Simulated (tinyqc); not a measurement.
Donors on two lattice sites with valley-orbit split states, step by step. Values are carried at full precision from step to step, so a last printed digit may differ when a step is redone from the rounded ones.

Each donor binds at most one electron, in any of its states. For a site s, W_s = sum over its states of g exp(E/kT), and the ionised share is 1/(1 + W_s exp(eta)), eta = (EF - Ec)/kT; n = Nc F_1/2(eta); neutrality n + NA = ND x (mean ionised share, the two sites in equal numbers); holes are neglected. Nc from N = 2 (m kB T/(4 pi c))^(3/2) with c = hbar^2/2m0, in 1/angstrom^3; times 1e24 for 1/cm^3, m = md. F_j(eta) = (1/Gamma(j + 1)) integral_0^infinity x^j dx/(1 + exp(x - eta)), which tends to exp(eta) for eta << 0.

Constants: hbar^2/2m0 = 3.80998211 eV angstrom^2; kB = 8.617333262e-05 eV/K.

Inputs chosen for the exercise (near those of nitrogen in 4H-SiC; shifted at random, so the results belong to these values and not to a real crystal): md = 0.808 m0 (density-of-states mass of the conduction band); E = (59.7, 51.4, 121.8, 80.3) meV (binding energies of h ground, h excited, k ground, k excited); g = (2, 4, 2, 4) (their degeneracies with spin); T = 200 K; ND = 3.8e+16 1/cm^3 (donors, half on each site); NA = 0 1/cm^3 (compensating acceptors, all ionised); mu0 = 39 cm^2/(V s) (mobility at heavy doping); mu1 = 921 cm^2/(V s) (mobility at light doping and 300 K); Nr = 2e+17 1/cm^3 (reference doping); de = 0.61 (doping exponent); ga = 2.4 (temperature exponent).

## Partition sums of the neutral donor

Give each term g exp(E/kT), W_s, and the effective degeneracy W_s exp(-E_ground/kT).

Nc = 9.9209e+18 1/cm^3

terms: h ground 63.89, h excited 78.94, k ground 2346, k excited 422.2

W_s: h 142.82, k 2767.8

effective degeneracy: h 4.471, k 2.360

The ground state alone would give 2 and all states together 6 on each site; here the excited states hold 55 % and 15 % of the bound electrons on the h and k sites.

## Neutrality

Solve for eta.

eta = -6.301
n = 1.82e+16 1/cm^3

ionised share: h 0.792, k 0.165

n is 0.479 of ND - NA. The deeper k site is ionised 0.21 times as much as the h site.

## Mobility and resistivity

Mobility (Caughey-Thomas form): mu = mu0 + (mu1 (T/300)^(-ga) - mu0)/(1 + ((ND + NA)/Nr)^de); rho = 1/(e n mu), e = 1.602176634e-19 C.

Compare with full ionisation, n = ND - NA.

mu = 1798.3 cm^2/(V s)
rho = 0.191 ohm cm
rho at full ionisation = 0.0913 ohm cm

Incomplete ionisation raises rho by a factor 2.09.

## Checks

- n + NA against ND times the mean ionised share (1/cm^3): both 1.818e+16.

(tinyqc, `OMP_NUM_THREADS=1 python tinyqc.py 1680008 1680009 out.jsonl`, Intel(R) Xeon(R) Processor @ 2.30GHz, 1 thread, shared host, about 0.03 s.)
